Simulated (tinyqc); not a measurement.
# Worked calculation: free and trapped electrons in a MOS channel with a dense trap tail

Program tinyqc, `OMP_NUM_THREADS=1 python tinyqc.py 2222131 2222132 out.jsonl`; Intel Xeon 2.30GHz, shared host, one thread, about 0.02 s. Printed values are rounded.

p-type body, charge-sheet picture, full ionisation (an idealisation for deep acceptors), Boltzmann statistics for free electrons. e = Ec - EF at the surface. Acceptor-like traps of density D(E) = D0 + De exp(-E/Ew) at depth E below Ec, from 0 to Eu, hold n_t = integral of D(E)/(1 + exp((e - E)/Vt)). psi = Eg - Vt ln(Nv/Na) - e; N_dep = sqrt(2 eps0 eps_r Na (psi - Vt)/q); n_f = sqrt(N_dep^2 + 2 eps0 eps_r Vt Nc exp(-e/Vt)/q) - N_dep; Vg = Vfb + psi + q (N_dep + n_t + n_f)/Cox, Cox = eps0 eox/tox.

Parameters, values chosen for the exercise; band and dielectric values close to those of 4H silicon carbide: temperature T = 300 K; band gap Eg = 3.31 eV; relative permittivity eps_r = 9.55; conduction-band density of states at T Nc = 1.72e19 cm^-3; valence-band density of states at T Nv = 2.53e19 cm^-3; relative permittivity of the insulator eox = 3.9; insulator thickness tox = 47 nm; acceptor density Na = 2.5e16 cm^-3; flat-band voltage without trapped charge Vfb = -2.95 V; constant background density of acceptor-like traps D0 = 1.9e11 cm^-2 eV^-1; density of the tail at the conduction edge De = 3.7e13 cm^-2 eV^-1; decay energy of the tail Ew = 0.11 eV; depth below Ec down to which the traps reach Eu = 0.53 eV; mobility of free electrons mf = 160 cm^2/(V s); Ec - EF at the surface e = 0.074 eV.

Constants: q = 1.602176634e-19 C, kB = 1.380649e-23 J/K, Vt = kB T/q, eps0 = 8.8541878128e-14 F/cm where lengths are in cm. Results are converted to the units shown.

## Trapped charge

Trapezoid rule on 14 equal steps from 0 to Eu, f = 1/(1 + exp((e - E)/Vt)).

```
point     E (eV)  D(E) f (cm^-2 eV^-1)
0              0            2.00980e12
1      0.0378571            5.23367e12
2      0.0757143            9.70105e12
3       0.113571            1.09889e13
4       0.151429            9.07580e12
5       0.189286            6.73240e12
6       0.227143            4.86956e12
7          0.265            3.51401e12
8       0.302857            2.54730e12
9       0.340714            1.86109e12
10      0.378571            1.37454e12
11      0.416429            1.02963e12
12      0.454286            7.85143e11
13      0.492143            6.11849e11
14          0.53            4.89014e11
```

n_t = 2.25531e12 cm^-2

With 1600 steps n_t = 2.262e12 cm^-2; the coarse value is 0.30 % below it.

## Charges and gate voltage

psi, N_dep, n_f and Vg as defined, with the n_t given; free share n_f/(n_f + n_t); apparent mobility mf n_f/(n_f + n_t); gate voltage spent on traps q n_t/Cox.

psi = 3.05711 V
N_dep = 8.94371e11 cm^-2
n_f = 1.39085e11 cm^-2
Vg = 7.27891 V
free share = 5.80878 %
apparent mobility = 9.29404 cm^2/(V s)
gate voltage spent on traps = 4.91815 V
